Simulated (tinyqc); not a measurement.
## Resistance of a source-drain extension with a graded tip: effect of the depth of the extension

y runs along the channel, the gate covers y > 0. The doping is N0 for y < y0 and N0 10^(-(y - y0)/la) beyond, uniform over the depth xj. Sheet conductance s(y) = q mu(N) max(N - Nch, 0) xj + (for y > 0) ma Cox Vo, with mu(N) = u0 + (u1 - u0)/(1 + (N/Nr)^au) and Cox = eps0 eox/tox. Current is taken as one-dimensional; depletion of the tip, spreading and the contact are left out. The metallurgical junction lies at yj, where N = Nch.

R_spacer = integral of dy/s from -Ls to 0, R_ov from 0 to yj, R_channel = (Lg - 2 yj)/(ma Cox Vo), R_total = 2 R_spacer + 2 R_ov + R_channel. Electrical length L_eff = ma Cox dR_total/d(1/Vo); R_series = R_total - L_eff/(ma Cox Vo).

Values chosen for this exercise; mobility law close to that of holes in silicon:
- eox = 9.05 (relative permittivity of the gate insulator (close to aluminium oxide))
- tox = 3.9 nm (insulator thickness)
- N0 = 8.4e19 cm^-3 (active doping of the extension far from the gate)
- la = 4.3 nm/decade (lateral abruptness)
- y0 = 4.7 nm (position under the gate where the fall begins (gate edge at 0))
- Nch = 3.1e18 cm^-3 (channel doping)
- Ls = 13 nm (spacer length)
- Vo = 0.48 V (gate overdrive)
- ma = 60 cm^2/(V s) (mobility of the gate-induced layer)
- u1 = 470.5 cm^2/(V s) (mobility at low doping)
- u0 = 44.9 cm^2/(V s) (mobility at high doping)
- Nr = 2.23e17 cm^-3 (reference doping)
- au = 0.719 (exponent)
- Lg = 50 nm (gate length)

Constants: q = 1.602176634e-19 C, eps0 = 8.8541878128e-14 F/cm where lengths are in cm. Results are converted to the units shown.

The same in every row: yj (nm) = 10.86; R_channel (ohm um) = 477.9.

Result of one run:

| xj (nm) | R_spacer (ohm um) | R_ov (ohm um) | R_total (ohm um) | L_eff (nm) | R_series (ohm um) |
|---|---|---|---|---|---|
| 11 | 17.95 | 43.55 | 600.9 | 30.68 | 82.36 |

What becomes of these results when the depth of the extension xj is changed from 11 to 15 nm, all else the same?

Result of the changed run:

| xj (nm) | R_spacer (ohm um) | R_ov (ohm um) | R_total (ohm um) | L_eff (nm) | R_series (ohm um) |
|---|---|---|---|---|---|
| 15 | 13.16 | 36.76 | 577.7 | 30.19 | 67.46 |

The whole series:

| xj (nm) | R_spacer (ohm um) | R_ov (ohm um) | R_total (ohm um) | L_eff (nm) | R_series (ohm um) |
|---|---|---|---|---|---|
| 4 | 49.36 | 71.46 | 719.5 | 32.98 | 162.2 |
| 5.6 | 35.26 | 61.22 | 670.8 | 32.08 | 128.7 |
| 7.7 | 25.64 | 52.39 | 633.9 | 31.36 | 104.0 |
| 11 | 17.95 | 43.55 | 600.9 | 30.68 | 82.36 |
| 15 | 13.16 | 36.76 | 577.7 | 30.19 | 67.46 |
| 21 | 9.402 | 30.31 | 557.3 | 29.76 | 54.40 |
| 29 | 6.808 | 24.97 | 541.4 | 29.42 | 44.23 |
| 40 | 4.936 | 20.42 | 528.6 | 29.15 | 35.91 |

As xj goes from 4 to 40, R_total falls from 720 to 529 ohm um, L_eff falls from 33.0 to 29.2 nm and R_series falls from 162 to 35.9 ohm um.

Numbers from tinyqc (`OMP_NUM_THREADS=1 python tinyqc.py 2282189 2282190 out.jsonl`; about 0.04 s on one thread of a shared Intel Xeon 2.30GHz).
